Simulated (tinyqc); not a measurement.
A longer run and its error bar: q-state Potts model on a small periodic square lattice: enumeration, Metropolis, heat-bath and Wolff steps. Computed by tinyqc, a small Python program. Command: `OMP_NUM_THREADS=1 python tinyqc.py 3113589 3113590 out.jsonl potts walk`. One thread of a shared host (Intel(R) Xeon(R) Processor @ 2.30GHz), about 0.08 s of CPU time with the checks.

E = -J x (number of nearest-neighbour bonds with equal states); n x n sites with periodic edges have 2 n^2 bonds. Order parameter m = (q f - 1)/(q - 1), f being the largest share of one state. Sites are numbered row by row from 0. Here q = 3 and n = 3.

Inputs (values chosen for the exercise, for a model of domains or grain orientations):
```
quantity            value  unit
number of states q      3     -
edge n                  3     -
coupling J             55   meV
temperature T         723     K
seed                88994     -
```

Update: heat bath.

Constants: k_B = 8.617333262e-05 eV/K.

Method:
- K = J/(k_B T); the infinite square lattice orders at K_c = ln(1 + sqrt(q)); Wolff bond probability p = 1 - exp(-K).
- All q^(n^2) states are counted by their number b of equal bonds; weights g(b) exp(K b), K = J/(k_B T). Per site: u = -J <b>/n^2, c/k_B = K^2 (<b^2> - <b>^2)/n^2.
- ln Z = ln sum g(b) exp(K b); entropy per site s/k_B = (ln Z - K <b>)/n^2.
- After 400 updates are discarded, b is recorded for 4000 sweeps of n^2 steps of the update named (random numbers not printed, so these rows are one sample). Records are averaged in blocks; the error is the scatter of block means over sqrt(number of blocks), and the last column its square over that for single records.

start states:
```
   1  2  3
1  2  2  1
2  2  0  0
3  1  1  2
```

K = 0.882778

<b> = 14.1504

Blocking:
```
block length   mean b    error  variance ratio
1             14.1205  0.06040          1.0000
4             14.1205  0.09663          2.5593
16            14.1205  0.12132          4.0343
40            14.1205  0.12340          4.1733
100           14.1205  0.12780          4.4761
```

The run gives 14.120 +/- 0.123 (blocks of 40) against the exact 14.150, a difference of 0.2 error bars. Single records understate the error by a factor of about 2.0, because successive records are correlated.

Extremes, crossings and ranges named in words are read from the listed rows.
